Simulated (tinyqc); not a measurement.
What each input does: propagation of a band-gap error through k.p and effective-mass formulas.

Chain, for a gap E (the reference Eg or another value), with Ep and Dso kept: 1/me = 1 + Ep (E + 2 Dso/3)/(E (E + Dso)); g* = 2 - 2 Ep Dso/(3 E (E + Dso)); g1(E) = g1 + (Ep/3)(1/E - 1/Eg), g2(E) = g2 + (Ep/6)(1/E - 1/Eg), light hole 1/(g1 + 2 g2), heavy hole 1/(g1 - 2 g2) along [100]; optical constant ei(E) = 1 + (ei - 1)(EP/(EP + E - Eg))^2, static e0(E) = ei(E) + e0 - ei.

Donor: R = Ry me/e0^2, a_B = a0 e0/me, Mott density (0.26/a_B)^3. Nc, Nv = 2 (m kT/(4 pi c))^(3/2), c = hbar^2/2m0, ni = sqrt(Nc Nv) exp(-E/2kT). Exciton: Ry mu/e0^2 with 1/mu = 1/me + g1(E). 1 angstrom^-3 = 1e24 cm^-3.

Constants: Ry = 13.60569312 eV; a0 (Bohr radius) = 0.5291772105 angstrom; kB = 8.617333262e-05 eV/K; hbar^2/2m0 = 3.80998211 eV angstrom^2.

Parameters, chosen for this exercise (reference values near those of GaSb, gap at low temperature; shifted at random, so the results belong to these values and not to a real crystal): Eg = 0.811 eV (gap at Gamma to the s-like level); Dso = 0.755 eV (spin-orbit splitting); Ep = 26.5 eV (Kane energy); g1 = 13.36 (Luttinger gamma1); g2 = 4.69 (gamma2); e0 = 15.52 (static dielectric constant); ei = 14.63 (optical dielectric constant); EP = 4.05 eV (mean (Penn) gap); mh = 0.46 m0 (density-of-states mass of the holes); T = 77 K (temperature); Eg2 = 0.284 eV (a wrong gap).

All at E = Eg2. Each row changes one parameter from the base and keeps the others.

Results:

| case | me (m0) | light hole (m0) | e0 | donor (meV) | exciton (meV) | log10 ni |
|---|---|---|---|---|---|---|
| base | 0.0139 | 0.0158 | 19.90 | 0.479 | 0.326 | 7.575 |
| Eg2 = 0.261 eV | 0.0129 | 0.0146 | 20.14 | 0.433 | 0.295 | 8.303 |
| Dso = 0.695 eV | 0.0138 | 0.0158 | 19.90 | 0.476 | 0.325 | 7.573 |
| Ep = 24.38 eV | 0.0151 | 0.0167 | 19.90 | 0.520 | 0.350 | 7.602 |
| g1 = 14.429 | 0.0139 | 0.0156 | 19.90 | 0.479 | 0.323 | 7.575 |
| EP = 3.726 eV | 0.0139 | 0.0158 | 20.38 | 0.457 | 0.311 | 7.575 |
| ei = 13.46 | 0.0139 | 0.0158 | 19.53 | 0.498 | 0.339 | 7.575 |
| mh = 0.497 m0 | 0.0139 | 0.0158 | 19.90 | 0.479 | 0.326 | 7.600 |
| T = 70.84 K | 0.0139 | 0.0158 | 19.90 | 0.479 | 0.326 | 6.712 |

The largest shifts from the base row, up to three for each result and ties (the steps differ in size, so this ranks the rows, not the parameters). me (m0): Ep +0.0012, Eg2 -0.0010, Dso -0.0001; unchanged at the printed digits by g1, EP, ei, mh and T. light hole (m0): Eg2 -0.0013, Ep +0.0009, g1 -0.0003; unchanged at the printed digits by Dso, EP, ei, mh and T. e0: EP +0.48, ei -0.38, Eg2 +0.24; unchanged at the printed digits by Dso, Ep, g1, mh and T. donor (meV): Eg2 -0.046, Ep +0.041, EP -0.022; unchanged at the printed digits by g1, mh and T. exciton (meV): Eg2 -0.031, Ep +0.024, EP -0.015; unchanged at the printed digits by mh and T. log10 ni: T -0.863, Eg2 +0.728, Ep +0.027; unchanged at the printed digits by g1, EP and ei.

Computed by tinyqc, a small Python program: `OMP_NUM_THREADS=1 python tinyqc.py 1850028 1850029 out.jsonl` (the numbers bound the seed that draws the inputs); one thread of a shared host (Intel(R) Xeon(R) Processor @ 2.30GHz), about 0.01 s for the whole set of steps.
